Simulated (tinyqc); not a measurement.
p-type polysilicon, carrier trapping at grain boundaries: effect of the temperature.

One-dimensional grains of size Lg, uniform ionised doping N, monovalent traps Qt at each boundary at a depth Et below (for electrons) or above (for holes) the band edge there, abrupt depletion of width W on each side of a boundary, Boltzmann statistics. xi is the distance from the band edge at the grain centre to the Fermi level. Trapped charge Qt/(1 + exp((xi + VB - Et)/Vt)) = 2 N W, barrier VB = q N W^2/(2 eps0 eps_r).

NB is given at 400 K and scales as (T/400 K)^1.5. If the trap equation with xi = Vt ln(NB/N) has a root W < Lg/2, the grain is partly depleted; otherwise W = Lg/2 and the trap equation gives xi = Et - VB + Vt ln(Qt/(N Lg) - 1). N* = Qt/Lg. n0 = NB exp(-xi/Vt); mean density n0 (1 - 2 W/Lg) by charge balance in a partly depleted grain, and n0 (sqrt(pi)/2) erf(u)/u with u = sqrt(VB/Vt) in a fully depleted one; v = sqrt(kB T/(2 pi ms m0)); barrier resistivity Vt exp(VB/Vt)/(q fe n0 v Lg); grain resistivity (1 - 2 W/Lg)/(q n0 mug); effective mobility 1/(q mean density total resistivity). Rows with xi above 0.45 V, towards mid-gap, are left out, since the other carrier type is ignored.

Inputs (values chosen for the exercise); values of the order met in polycrystalline silicon: relative permittivity eps_r = 11.7; valence-band density of states at the reference temperature NB = 4.08e19 cm^-3; grain size Lg = 56 nm; trap density of a grain boundary Qt = 1.4e12 cm^-2; depth of the trap level from the majority band edge at the boundary Et = 0.45 eV; mass for thermionic emission ms = 0.34 m0; correction factor of the emission rate fe = 1; doping N = 7e16 cm^-3.

Constants: q = 1.602176634e-19 C, kB = 1.380649e-23 J/K, m0 = 9.1093837015e-31 kg, Vt = kB T/q, eps0 = 8.8541878128e-14 F/cm where lengths are in cm. Results are converted to the units shown.

The same in every row: N/N* = 0.2800; depleted share 2 W/Lg = 1.000; VB (V) = 0.04244.

Effect of the temperature:
```
T (K)  xi (V)  mean density (cm^-3)  resistivity (ohm cm)  effective mobility (cm^2/(V s))
200    0.4238               1.656e8               1.986e8                            189.7
240    0.4271              1.207e10               2.133e6                            242.4
280    0.4303              2.692e11               8.168e4                            283.9
320    0.4336              2.847e12                  6945                            315.7
360    0.4369              1.823e13                  1007                            339.9
400    0.4401              8.203e13                 212.5                            358.1
440    0.4434              2.849e14                 58.95                            371.7
```

What does the comparison show, and why?

As T goes from 200 to 440, VB stays at 0.0424 V, the resistivity falls from 1.99e8 to 58.9 ohm cm and the effective mobility rises from 190 to 372 cm^2/(V s). The activation energy kB ln(rho1/rho2)/(1/T1 - 1/T2) is 0.469 eV between the first two rows and 0.486 eV between the last two; mug is held fixed. In every row the effective mobility exceeds mug, since drift through the depleted part of the grain is left out.

Computed by the program tinyqc: `OMP_NUM_THREADS=1 python tinyqc.py 2830098 2830099 out.jsonl`, one thread of a shared Intel Xeon 2.30GHz, about 0.01 s for the whole run.
